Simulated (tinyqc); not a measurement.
Octagonal on-chip spiral inductor, lumped pi model: two steps of the calculation.

Outer diameter do = di + 2 n wd + 2 (n - 1) sp, mean da = (do + di)/2, fill p = (do - di)/(do + di), length l = 3.314 n da. L = 2.25 mu0 n^2 da/(1 + 3.55 p), mu0 = 4 pi 1e-7 H/m. Rs = rho l/(wd delta (1 - exp(-th/delta))), delta = sqrt(rho/(pi f mu0)). Cs = n wd^2 eps0 eo/hu across the coil. At each end Cox = l wd eps0 eo/(2 ho) leads to the substrate branch Rsi = 2 rs he/(l wd) in parallel with Csi = l wd eps0 11.7/(2 he). With one end grounded Y = 1/(Rs + i w L) + i w Cs + 1/[1/(i w Cox) + 1/(1/Rsi + i w Csi)], w = 2 pi f; Q = -Im Y/Re Y. Eddy currents in neighbouring turns and in the substrate are left out.

Values chosen for this exercise; values of the order met in silicon radio-frequency processes:
- n = 1.5 (number of turns)
- wd = 8 um (line width)
- sp = 1.5 um (space between turns)
- di = 140 um (inner diameter)
- th = 3 um (metal thickness)
- rho = 3 uohm cm (metal resistivity)
- ho = 10 um (oxide below the coil)
- hu = 1 um (oxide between coil and underpass)
- eo = 4.1 (relative permittivity of the oxide)
- rs = 10 ohm cm (substrate resistivity)
- he = 50 um (effective spreading depth in the substrate)
- f = 6.3 GHz (frequency)

Constants: eps0 = 8.8541878128e-12 F/m. Results are converted to the units shown.

Task 1. Geometry and model elements. do, l, L, delta, Rs, Cs, Cox, Rsi and Csi as defined.

Wanted: do; l; L; delta; Rs; Cs; Cox; Rsi; Csi.

Result 1.

do = 165.50 um
l = 759.32 um
L = 0.74963 nH
delta = 1.0983 um
Rs = 2.7732 ohm
Cs = 3.4850 fF
Cox = 11.026 fF
Rsi = 1646.2 ohm
Csi = 6.2929 fF

Task 2. Admittance, quality factor and apparent inductance. Series branch 1/(Rs + i w L), substrate branch, total Y, Q = -Im Y/Re Y, apparent inductance Im(1/Y)/w, metal-only value w L/Rs, share of the loss in the substrate Re(substrate branch)/Re Y.

L = 0.74962616 nH
Rs = 2.7732485 ohm
Cs = 3.4850083 fF
Cox = 11.025989 fF
Rsi = 1646.2092 ohm
Csi = 6.2928816 fF

Wanted: series branch; substrate branch; Y; Q; apparent inductance; w L/Rs; share of the loss in the substrate.

Result 2.

series branch = 3.122-33.409i mS
substrate branch = 0.13792+0.28080i mS
Y = 3.260-32.990i mS
Q = 10.119
apparent inductance = 0.75837 nH
w L/Rs = 10.700
share of the loss in the substrate = 4.2304 %

Q is 94.6 % of the metal-only value.

Numbers from tinyqc (`OMP_NUM_THREADS=1 python tinyqc.py 2302027 2302028 out.jsonl`; about 0.01 s on one thread of a shared Intel Xeon 2.30GHz).
